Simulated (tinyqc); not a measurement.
## The Fermi level, mass and scattering length from S, n and sigma

Problem. Bulk parabolic band, x = (E - Ec)/kB T, C = hbar^2/(2 m0), kB T in eV. Modes per area gv m kB T x/(4 pi C) times the back-scattering length l0 x^rr give the transport function s0 X(x), s0 = (2 q^2/h) gv m kB T l0/(4 pi C), X = x^(1 + rr). I_k = int X (x - eta)^k w dx, w = 1/(4 cosh^2((x - eta)/2)). sigma = s0 I_0, S = -(kB/q) I_1/I_0; n = 2 gv (m kB T/(4 pi C))^1.5 F(eta), F(y) = (2/sqrt(pi)) int_0^infinity sqrt(u)/(1 + exp(u - y)) du. Find eta, m and l0.

Parameters, values chosen for the exercise:
```
symbol  value  unit                         meaning
T         300     K                     temperature
gv          3                               valleys
rr          0        energy exponent of that length
```

Constants: q = 1.602176634e-19 C, kB = 1.380649e-23 J/K, hbar = 1.054571817e-34 J s, h = 6.62607015e-34 J s, m0 = 9.1093837015e-31 kg, Vt = kB T/q, hbar^2/(2 m0) = 0.0380998212 eV nm^2. Results are converted to the units shown.

S = -83.983477 uV/K
n = 5.7826564e19 cm^-3
sigma = 1136.4785 S/cm

Solution. |S| falls steadily as eta rises and depends on nothing else, so it fixes eta; n then gives m, and sigma gives l0.

eta = 3.10
m = 0.300 m0
l0 = 9.60 nm

Computed by the program tinyqc: `OMP_NUM_THREADS=1 python tinyqc.py 2800008 2800009 out.jsonl`, one thread of a shared Intel Xeon 2.30GHz, about 0.08 s for the whole run.
